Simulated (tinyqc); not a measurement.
Worked calculation: deformation-potential model of the L valleys of a conduction band. Values are carried at full precision from step to step, so a last printed digit may differ when a step is redone from the rounded ones.

s11 = (C11 + C12)/((C11 - C12)(C11 + 2 C12)), s12 = -C12/((C11 - C12)(C11 + 2 C12)), s44 = 1/C44; exx = s11 sxx + s12 (syy + szz) and cyclic, exy = s44 sxy/2; tension is positive. A uniaxial stress X along the unit vector n is s_ij = X n_i n_j.

Constants: kB = 8.617333262e-05 eV/K; hbar^2/2m0 = 3.80998211 eV angstrom^2.

Parameters, chosen for this exercise (near those of Ge; not measured data):
- C11 = 124.1 GPa
- C12 = 47.5 GPa
- C44 = 66.2 GPa
- load = uniaxial [111] (kind of stress)
- X = 1.44 GPa (stress)
- Xd = -6.73 eV (dilation potential)
- Xu = 15.61 eV (uniaxial potential)
- T = 300 K (temperature)
- ml = 1.631 m0 (longitudinal mass)
- mt = 0.084 m0 (transverse mass)

## Strain from a uniaxial [111] stress

Form the compliances and the strain.

s11, s12, s44 (1/TPa): 10.2246  -2.8302  15.1057

strain tensor:
```
          x         y         z
x  0.002191  0.003625  0.003625
y  0.003625  0.002191  0.003625
z  0.003625  0.003625  0.002191
```

## Valley shifts

Valleys with axes along [111], [1-1-1], [-11-1] and [-1-11], one whole valley each. Herring-Vogt shift of a valley with unit axis a: dE = Xd tr(e) + Xu a.e.a. Non-degenerate shares n_i = exp(-dE_i/kT)/sum_j exp(-dE_j/kT). Inverse mass tensor of a valley: (1 - a a)/mt + a a/ml; the masses are taken as independent of strain.

Apply the Herring-Vogt formula to each valley.

Xd tr(e) = -44.23 meV

a.e.a: [111] 0.009442, [1-1-1] -0.000226, [-11-1] -0.000226, [-1-11] -0.000226

shifts dE (meV): [111] 103.15, [1-1-1] -47.76, [-11-1] -47.76, [-1-11] -47.76

The lowest valleys are [1-1-1], [-11-1] and [-1-11], 150.9 meV below the highest; the mean shift over all valleys is (Xd + Xu/3) tr(e) = -10.03 meV.

## Shares of the electrons

Boltzmann factors of the shifts.

kT = 25.852 meV

shares: [111] 0.0010, [1-1-1] 0.3330, [-11-1] 0.3330, [-1-11] 0.3330

effective number of valley axes, 1/(largest share) = 3.003

## Conductivity mass tensor

With one scattering time for all valleys the conductivity goes as M = sum_i n_i (inverse mass tensor of valley i); along the unit vector u, 1/m_c = u.M.u. Without stress 1/m_c = (1/ml + 2/mt)/3. Take u along [111].

M (1/m0):
```
       x      y      z
x  8.141  1.250  1.250
y  1.250  8.141  1.250
z  1.250  1.250  8.141
```

m_c along [111] = 0.0940 m0
m_c without stress = 0.1228 m0

The repopulation alone changes the mobility along [111] by +30.7 %; with all electrons in the valleys lightest or heaviest along this direction it would change by +31 or -92 %.

## Effective density of states

Each of the 4 whole valleys has m_d = (ml mt^2)^(1/3) and N = 2 (m_d kT/(4 pi c))^(3/2), c = hbar^2/2m0. Counted from the lowest edge, Nc = N x sum_i exp(-(dE_i - dE_min)/kT). 1 angstrom^-3 = 1e24 cm^-3.

m_d = 0.2258 m0
N of one valley = 2.692e+18 cm^-3
Nc under stress = 8.084e+18 cm^-3
Nc without stress = 1.077e+19 cm^-3

## Piezoresistance from repopulation

For small stress d(rho)/rho = pi X. For valleys on the <111> axes pi11 = pi12 = 0 and pi44 = -Xu s44/(3 kT) x (K - 1)/(2K + 1), K = ml/mt. For stress along [110]: pi_l = (pi11 + pi12 + pi44)/2 with the current along it and pi_t = (pi11 + pi12 - pi44)/2 with the current along [1-10]. 1/GPa = 100 x 1e-11/Pa.

K = 19.417

pi11, pi12, pi44 (1e-11/Pa): 0.0  0.0  -140.6

pi_l, pi_t for [110] (1e-11/Pa): -70.3  70.3

Only the transfer between valleys is counted; changes of mass and of intervalley scattering add to it in a real crystal.

## Checks

- Conductivity mass at zero stress against 3/(1/ml + 2/mt): both 0.1228368.
- Piezoresistance coefficients by finite differences against the closed form: largest difference 3.9e-09.

Computed by tinyqc, a small Python program: `OMP_NUM_THREADS=1 python tinyqc.py 1050716 1050717 out.jsonl` (the numbers bound the seed that draws the inputs); one thread of a shared host (Intel(R) Xeon(R) Processor @ 2.30GHz), about 0.04 s for the whole set of steps.
